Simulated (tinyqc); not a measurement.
A barrier in a uniform field, exact transmission by Airy functions: one step of the calculation.

The left lead has its band edge at 0, the barrier edge falls as U(x) = U0 - F x with F = V/d for 0 < x < d, and the right lead has its edge at -V. No transverse momentum; C = hbar^2/(2 m0); psi and psi'/m are continuous. M carries (psi, psi'/m) across the barrier.

Task. Transfer matrix. With a = Ai, a' = Ai', b = Bi, b' = Bi' at z1 (left edge) and z2 (right edge): M11 = pi (a2 b1' - b2 a1'), M12 = (pi/s)(b2 a1 - a2 b1), M21 = pi s (a2' b1' - b2' a1'), M22 = pi (b2' a1 - a2' b1).

Airy functions:
```
              Ai            Ai'         Bi        Bi'
z1  2.8052236e-6  -7.2554039e-6  22268.432  55875.553
z2  0.0049478791  -0.0091478325  18.208838  30.667380
```

s = -6.0540814 1/nm

Give: M (M12 in nm, M21 in 1/nm).

Result.

M (M12 in nm, M21 in 1/nm):
```
        1       2
1  868.54  57.176
2  9721.6  639.97
```

Range of the model: Masses are held fixed, although real bands cease to be parabolic a few tenths of an eV from their edges.

Program tinyqc, `OMP_NUM_THREADS=1 python tinyqc.py 2580129 2580130 out.jsonl`; Intel Xeon 2.30GHz, shared host, one thread, about 0.01 s.
